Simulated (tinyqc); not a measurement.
# From one set of inputs to another, one input at a time

Model: lateral field, substrate current, probability of reaching the oxide barrier and hot-carrier lifetime of a silicon transistor (pseudo-two-dimensional and lucky-electron models). Computed by tinyqc, a small Python program. Command: `OMP_NUM_THREADS=1 python tinyqc.py 3014860 3014861 out.jsonl hotcar ladder`. One thread of a shared host (Intel(R) Xeon(R) Processor @ 2.30GHz), about 0.01 s of CPU time with the checks.

Local-field models: a lucky carrier gains its energy at the peak field over a path free of collisions. Voltages are magnitudes.

The inputs printed are set A. Set A is modelled on a silicon p-channel; the values taken over come from a set modelled on a silicon n-channel. Inputs not listed in the table keep their values of set A, so the rows need not describe a real material.

Inputs (values chosen for the exercise, modelled on a silicon p-channel): channel length L = 2000 nm; oxide thickness t = 36 nm; junction depth x_j = 400 nm; mobility mu = 120 cm^2/(V s); saturation velocity v_s = 0.72 1e7 cm/s; threshold voltage V_T = 0.46 V; gate voltage V_G = 5.6 V; drain voltage V_D = 12 V; ionisation prefactor A_i = 7.6e+06 1/cm; ionisation field B_i = 3.67 MV/cm; hot-carrier mean free path lambda = 5.3 nm; oxide barrier phi_b = 4.6 eV; interface-trap threshold phi_it = 4.6 eV; lifetime constant H = 6 s microampere/micrometre.

Drain: abrupt.

Constants: eps_0 = 8.8541878128e-12 F/m.

Method:
- C_ox = 3.9 eps_0/t; F_sat = 2 v_s/mu; V_Dsat = V_ov F_sat L/(V_ov + F_sat L), V_ov = V_G - V_T; I_D/W = C_ox v_s (V_ov - V_Dsat).
- Scale length l = 0.22 t^(1/3) x_j^(1/2) (all in cm); F_m = sqrt(((V_D - V_Dsat)/l_e)^2 + F_sat^2), with l_e = l; length of the velocity-saturated region l_e ln((V_D - V_Dsat)/(l_e F_sat) + F_m/F_sat).
- Substrate current I_sub/I_D = (A_i/B_i)(V_D - V_Dsat) exp(-B_i/F_m); probability of reaching the oxide barrier exp(-phi_b/(e lambda F_m)); lifetime tau = (H/(I_D/W)) exp(phi_it/(e lambda F_m)).
- V_10 solves tau = 3.156e8 s at the given V_G. The extrapolation fits ln(tau) against 1/V_D at 1, 1.08, 1.16 and 1.25 times the given V_D (rounded to 3 digits) by least squares and reads off the same tau.

Each row keeps all changes above it; columns: (1) input moved; (2) from; (3) to; (4) peak field F_m (kV/cm); (5) drain current I_D/W (microampere/micrometre); (6) ten-year drain voltage V_10 (V):
```
(1)                                      (2)   (3)    (4)    (5)    (6)
set A                                      -     -  383.5   62.6  12.28
mobility mu (cm^2/(V s))                 120   320  411.8  129.0  11.39
threshold voltage V_T (V)               0.46   0.6  414.4  123.3  11.35
junction depth x_j (nm)                  400   240  533.8  123.3   9.52
drain voltage V_D (V)                     12   5.2  128.4  123.3   9.52
oxide thickness t (nm)                    36    34  130.5  130.6   9.38
hot-carrier mean free path lambda (nm)   5.3   8.7  130.5  130.6   6.93
ionisation field B_i (MV/cm)            3.67  1.71  130.5  130.6   6.93
```

Where does the difference come from?

Peak field F_m goes from 383 to 131, a factor 0.340 in all. The largest single move comes from drain voltage V_D (a factor 0.240), and junction depth x_j works against it (a factor 1.29). Drain current I_D/W goes from 62.6 to 131, a factor 2.09 in all. The largest single move comes from mobility mu (a factor 2.06). Ten-year drain voltage V_10 goes from 12.3 to 6.93, a factor 0.564 in all. The largest single move comes from hot-carrier mean free path lambda (a factor 0.738). The single moves hold for this order of the switches; the total does not depend on the order.

Extremes, crossings and ranges named in words are read from the listed rows.
